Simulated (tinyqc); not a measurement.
# From width at half maximum back to minority mobility mu

Model: Haynes-Shockley experiment: drift, diffusion and decay of a minority-carrier pulse. Computed by tinyqc, a small Python program. Command: `OMP_NUM_THREADS=1 python tinyqc.py 3114105 3114106 out.jsonl haynes inv`. One thread of a shared host (Intel(R) Xeon(R) Processor @ 2.30GHz), about 0.02 s of CPU time with the checks.

A thin sheet of excess carriers is made at x = 0, t = 0 in a long uniform bar; injection is low, so the pulse moves with the minority mobility.

Inputs (values chosen for the exercise, modelled on holes in n-type germanium in a lightly doped bar): lifetime tau = 130 microsecond; temperature T = 300 K; field F = 25 V/cm; distance d to the collector = 0.84 cm; injected sheet density N0 = 2e+09 1/cm^2.

Constants: k_B = 8.617333262e-05 eV/K.

Method:
- D = mu k_B T/e, v = mu F.
- Transit time d/v, diffusion length sqrt(D tau), drift length v tau, Peclet number v d/D = e F d/(k_B T).
- dn(x, t) = N0/sqrt(4 pi D t) exp(-(x - v t)^2/(4 D t) - t/tau).
- At fixed x the signal peaks where d ln(dn)/dt = 0: a t^2 + t/2 - x^2/(4 D) = 0 with a = v^2/(4 D) + 1/tau.
- The full width at half maximum is found by solving dn(x, t) = peak/2 on both sides of the peak.

Task: A run gave the result below. Find the minority mobility mu, known to lie between 1500 and 3000 cm^2/(V s).

width at half maximum = 1.746623 microsecond

Result:

Each step takes the trial c = (a f_b - b f_a)/(f_b - f_a), f being the result less the target and a, b, c the logarithms of the listed values; c replaces end b, the old b replaces a if the sign of f changed, and otherwise f_a is halved.

Scan of the range:
```
minority mobility mu (cm^2/(V s))  width at half maximum (microsecond)
1500                                                           2.61356
1680                                                           2.33370
1890                                                           2.07453
2120                                                           1.84956
2380                                                           1.64759
2670                                                           1.46870
3000                                                           1.30720
```

False position (Illinois rule, in the logarithm of the input) inside the bracket:
```
step    end a    end b    trial  width at half maximum (microsecond)
1     2120.00  2380.00  2248.76                              1.74371
2     2120.00  2248.76  2241.66                              1.74923
3     2248.76  2241.66  2245.00                              1.74662
4     2241.66  2245.00  2245.00                              1.74662
```

Width at half maximum falls at every point of a 13-point scan of the range (every second point is shown), so one value fits; it is bracketed by 2120 and 2380. Answer: minority mobility mu = 2245 cm^2/(V s).
